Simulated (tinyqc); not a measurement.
Metal-induced gap states at the contact of a metal chain and a two-band chain: sweeps and comparisons. A value that a table varies takes the place of the one given here.

The semiconductor alternates sites A at -Eg/2 and C at +Eg/2 with hopping -t; the gap runs from -Eg/2 to Eg/2. In the gap cosh(q a) = 1 + (Eg^2/4 - E^2)/(2 t^2) and the amplitude changes by -exp(-q a) a period. The metal has site energy 0 and hopping -tm; its end site has g_m = (E - i sqrt(4 tm^2 - E^2))/(2 tm^2). Sites 1, 2, ... count into the semiconductor, with energies e1, e2 alternating. The clean half chain has g1 = 1/(E - e1 - t^2 g2), g2 = 1/(E - e2 - t^2 g1), decaying root. With the contact G11 = 1/(1/g1 - tc^2 g_m), and the density on site j is -Im G_jj/pi = |psi_j/psi_1|^2 (-Im G11/pi), per spin, with psi_2/psi_1 = -t g2, psi_3/psi_2 = -t g1.

Constants: e^2/(4 pi eps0) = 14.39964547 eV angstrom.

Inputs chosen for the exercise (gap and optical dielectric constant near those of GaN; the chain itself is a model; the results hold for these values, not for the real material):

| symbol | value | unit | meaning |
|---|---|---|---|
| Eg | 3.24 | eV | gap |
| t | 1.9 | eV | hopping in the semiconductor |
| tm | 2.23 | eV | hopping in the metal |
| tc | 1.27 | eV | hopping across the contact |
| end | C |  | site that touches the metal |
| a | 3.19 | angstrom | period (two sites); one chain for each area a^2 |
| eps | 5.3 |  | dielectric constant |
| E | -0.43 | eV | energy from mid-gap |

## Across the gap

E = f Eg. Share on C: the part of the summed density that lies on C sites, whose orbitals make the conduction edge.

Gap states:

| f | E (eV) | xi = 1/(2q) (angstrom) | D1 (1/eV) | D2 (1/eV) | sum (1/eV) | share on C |
|---|---|---|---|---|---|---|
| -0.48 | -1.555 | 6.70 | 0.0010 | 0.0383 | 0.1037 | 0.025 |
| -0.40 | -1.296 | 3.15 | 0.0043 | 0.0233 | 0.0433 | 0.156 |
| -0.30 | -0.972 | 2.38 | 0.0083 | 0.0170 | 0.0343 | 0.328 |
| -0.15 | -0.486 | 2.01 | 0.0155 | 0.0131 | 0.0360 | 0.543 |
| 0.00 | 0.000 | 1.92 | 0.0262 | 0.0114 | 0.0465 | 0.696 |
| 0.15 | 0.486 | 2.01 | 0.0445 | 0.0108 | 0.0696 | 0.804 |
| 0.30 | 0.972 | 2.38 | 0.0831 | 0.0106 | 0.1270 | 0.887 |
| 0.40 | 1.296 | 3.15 | 0.1438 | 0.0096 | 0.2411 | 0.937 |
| 0.48 | 1.555 | 6.70 | 0.2799 | 0.0045 | 0.7506 | 0.984 |

The decay length xi of the density is shortest at mid-gap, 1.92 angstrom, and grows to 6.7 near the edges. The summed density is least at f = -0.3 (0.0343) and largest at f = 0.48 (0.7506 1/eV). The share on C goes from 0.03 to 0.98 and passes one half near f = -0.180, a point that depends on which site ends the chain. The states turn from valence-like to conduction-like across the gap; the branch point, where the decay is fastest, lies at mid-gap in this symmetric chain and is the usual estimate of the neutrality level.

## Wider gaps pin less

E = 0; Eg is varied and eps follows 1 + (eps0 - 1)(Eg0/Eg), with the given Eg and eps as Eg0 and eps0. xi = 1/(2q), N = 2 (summed density)/a^2, S = 1/(1 + 4 pi e^2 N xi/eps).

Against the gap:

| Eg (eV) | eps | xi (angstrom) | summed density (1/eV) | S | S at fixed eps |
|---|---|---|---|---|---|
| 0.50 | 28.86 | 12.13 | 0.4027 | 0.142 | 0.030 |
| 0.75 | 19.58 | 8.09 | 0.2617 | 0.206 | 0.066 |
| 1.10 | 13.67 | 5.53 | 0.1720 | 0.288 | 0.135 |
| 1.50 | 10.29 | 4.07 | 0.1210 | 0.370 | 0.233 |
| 2.30 | 7.06 | 2.67 | 0.0724 | 0.506 | 0.435 |
| 3.40 | 5.10 | 1.84 | 0.0435 | 0.642 | 0.650 |
| 5.50 | 3.53 | 1.19 | 0.0217 | 0.794 | 0.853 |
| 9.00 | 2.55 | 0.79 | 0.0097 | 0.903 | 0.951 |

From Eg = 0.5 to 9 eV xi falls by a factor 15.3 and the summed density by 41.7, so at fixed eps S rises from 0.03 to 0.95. The weaker screening of wide-gap solids works against this: with it S goes from 0.14 to 0.90.

## Weakening the contact bond

At the given E, tc is varied, as by a thin spacer. xi = 1/(2q), N = 2 (summed density)/a^2, S = 1/(1 + 4 pi e^2 N xi/eps) with xi and eps kept.

Against tc:

| tc (eV) | D1 (1/eV) | summed density (1/eV) | S |
|---|---|---|---|
| 0.10 | 0.00010 | 0.00023 | 0.9970 |
| 0.25 | 0.00064 | 0.00143 | 0.9813 |
| 0.50 | 0.00258 | 0.00573 | 0.9289 |
| 0.80 | 0.00663 | 0.01472 | 0.8356 |
| 1.20 | 0.01482 | 0.03294 | 0.6943 |
| 1.80 | 0.03086 | 0.06857 | 0.5217 |
| 2.50 | 0.04509 | 0.10019 | 0.4274 |
| 3.50 | 0.04342 | 0.09647 | 0.4367 |

For a weak bond the density goes as tc^2 (ratio 6.26 between 0.25 and 0.1 eV, against 6.25). It is largest at tc = 2.5 eV among these rows and falls beyond, as the first site pairs off with the metal. S is 0.997 at 0.1 eV and has its least value, 0.427, in that row.

## What each parameter does

xi = 1/(2q), summed density, and S = 1/(1 + 4 pi e^2 N xi/eps), N = 2 (summed density)/a^2. Each row changes one parameter from the base and keeps the others.

Results:

| case | xi (angstrom) | summed density (1/eV) | S |
|---|---|---|---|
| base | 1.992 | 0.03676 | 0.6705 |
| Eg = 3.564 eV | 1.810 | 0.03255 | 0.7167 |
| t = 2.09 eV | 2.182 | 0.03498 | 0.6613 |
| tm = 2.453 eV | 1.992 | 0.03344 | 0.6910 |
| tc = 1.397 eV | 1.992 | 0.04405 | 0.6293 |
| eps = 5.83 | 1.992 | 0.03676 | 0.6912 |
| end = A | 1.992 | 0.06591 | 0.5316 |

The largest shifts from the base row, up to three for each result and ties (the steps differ in size, so this ranks the rows, not the parameters). xi (angstrom): t +0.190, Eg -0.183; unchanged at the printed digits by tm, tc, eps and end. summed density (1/eV): end +0.02915, tc +0.00729, Eg -0.00420; unchanged at the printed digits by eps. S: end -0.1389, Eg +0.0462, tc -0.0411. The decay length belongs to the semiconductor alone; the metal and the contact set only the amplitude.

Run: tinyqc, `OMP_NUM_THREADS=1 python tinyqc.py 1450245 1450246 out.jsonl`; Intel(R) Xeon(R) Processor @ 2.30GHz, one thread, shared host; about 0.01 s of CPU time with all checks.
